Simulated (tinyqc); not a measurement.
What each parameter does: optical transitions of a finite quantum well.

Each carrier sees a square well of width L with its own depth V and masses m (inside), mb (outside); c = hbar^2/2m0, k = sqrt(m E/c), kappa = sqrt(mb (V - E)/c), and level n solves k L + 2 atan[(k/m)/(kappa/mb)] = n pi. The envelope is cos(kz) for odd n and sin(kz) for even n inside, joins exp(-kappa (|z| - L/2)) outside, and is normalised to 1. Excitons and band mixing are left out.

Constants: hbar^2/2m0 = 3.80998211 eV angstrom^2; hc = 1239.841984 eV nm.

Parameters, chosen for this exercise (near those of a GaAs well in AlGaAs; the results hold for these values, not for the real material):
```
symbol  value   unit      meaning
L       146     angstrom  well width
Eg      1.54    eV        gap of the well
Vc      0.251   eV        conduction offset
Vv      0.135   eV        valence offset
me      0.0662  m0        electron, well
meb     0.0927  m0        electron, barrier
mh      0.338   m0        heavy hole along z, well
mhb     0.417   m0        heavy hole, barrier
ml      0.0897  m0        light hole along z, well
mlb     0.1104  m0        light hole, barrier
```

Edge wavelength hc/(Eg + e1 + hh1), squared overlap of e1 and hh1, and the confinement energies.

Results for these values:
```
case  edge (nm)  overlap^2  e1 (meV)  hh1 (meV)
base      794.2     0.9928      17.2        4.0
```

What happens to each result for mh = 0.287 m0, all else kept?

Answer: edge falls from 794.2 to 793.9; overlap^2 rises from 0.9928 to 0.9952; e1 does not change at the printed digits; hh1 rises from 4.0 to 4.5.

The same for each parameter in turn:
```
case              edge (nm)  overlap^2  e1 (meV)  hh1 (meV)
base                  794.2     0.9928      17.2        4.0
L = 131 angstrom      792.1     0.9915      20.4        4.9
Eg = 1.571 eV         778.7     0.9928      17.2        4.0
Vc = 0.213 eV         794.5     0.9897      16.6        4.0
Vv = 0.108 eV         794.2     0.9951      17.2        3.9
me = 0.0728 m0        794.7     0.9948      16.2        4.0
mh = 0.287 m0         793.9     0.9952      17.2        4.5
meb = 0.1112 m0       794.5     0.9914      16.6        4.0
```

tinyqc: `OMP_NUM_THREADS=1 python tinyqc.py 1281751 1281752 out.jsonl`; about 0.09 s, one thread, shared Intel(R) Xeon(R) Processor @ 2.30GHz.
